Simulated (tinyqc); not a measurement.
Which roughness does what: X-ray reflectivity of a thin film on silicon: critical angles, Parratt recursion, fringes and roughness. Computed by tinyqc, a small Python program. Command: `OMP_NUM_THREADS=1 python tinyqc.py 3120429 3120430 out.jsonl xrr walk`. One thread of a shared host (Intel(R) Xeon(R) Processor @ 2.30GHz), about 0.01 s of CPU time with the checks.

n = 1 - delta + i beta; the classical electron radius is r_e = 2.8179403e-6 nm. Layer 0 is vacuum, 1 the film, 2 the substrate.

Inputs (values chosen for the exercise, modelled on copper on silicon, copper K-alpha radiation):
```
quantity                                        value     unit
wavelength lambda                             0.15406       nm
film density rho                                 9.34   g/cm^3
effective electrons per unit mass, film         0.457    mol/g
beta/delta, film                                0.025        -
film thickness d                                 19.4       nm
roughness of the surface sigma_1                 0.85       nm
roughness of the interface sigma_2               0.12       nm
substrate density                                2.33   g/cm^3
effective electrons per unit mass, substrate    0.507    mol/g
beta/delta, substrate                           0.023        -
grazing angle theta                              1.32  degrees
```

Constants: N_A = 6.02214076e+23 1/mol.

Method:
- delta = r_e lambda^2 rho_e/(2 pi), rho_e = density x electrons per mass x N_A; critical angle sqrt(2 delta), q_c = 4 sqrt(pi r_e rho_e).
- k_j = (2 pi/lambda) sqrt(sin^2 theta - 2 delta_j + 2 i beta_j); r_ij = (k_i - k_j)/(k_i + k_j) x exp(-2 k_i k_j sigma^2) (Nevot-Croce); r = (r_01 + r_12 p)/(1 + r_01 r_12 p), p = exp(2 i k_1 d); R = |r|^2.
- Far above the critical angle the period is d theta = lambda/(2 d), or 2 pi/d in q; the envelope runs between (|r_01| - |r_12 p|)^2 and (|r_01| + |r_12 p|)^2; contrast = 2 a b/(a^2 + b^2) with a = |r_01|, b = |r_12 p|; roughness factors on the amplitudes are about exp(-q^2 sigma^2/2).
- R is averaged over one period above each angle (64 points); contrast = (max - min)/(max + min) of R theta^4 over that period. Cases: smooth; only sigma_1; only sigma_2; both.

period in theta = 0.227500 degrees

Constants:
```
layer      rho_e (1/nm^3)        delta         beta  critical angle (degrees)  q_c (1/nm)
film              2570.48  2.73619e-05  6.84047e-07                  0.423848    0.603403
substrate          711.40  7.57263e-06  1.74170e-07                  0.222977    0.317437
```

Mean R and contrast:
```
theta (degrees)   R smooth  contrast  R, sigma_1  contrast, sigma_1  R, sigma_2  contrast, sigma_2     R, both  contrast, both
0.8              0.0052103   0.93821  2.9250e-03         9.9945e-01  5.1790e-03            0.93421  2.8912e-03         0.99969
1.2              0.0010593   0.93694  4.1530e-04         7.9526e-01  1.0440e-03            0.93002  3.9893e-04         0.80442
1.8              0.0002280   0.94029  7.8482e-05         2.0403e-01  2.2049e-04            0.92338  7.0806e-05         0.20911
2.5              0.0000639   0.94322  2.2452e-05         2.2177e-02  6.0091e-05            0.91072  1.8472e-05         0.01970
3.5              0.0000189   0.94513  6.1357e-06         1.6245e-04  1.6931e-05            0.87392  4.2132e-06         0.02341
```

What follows from these numbers?

At 2.5 degrees sigma_1 alone multiplies the mean R by 0.35 and sigma_2 alone by 0.94; the contrast goes from 0.94 (smooth) to 0.02 and 0.91.
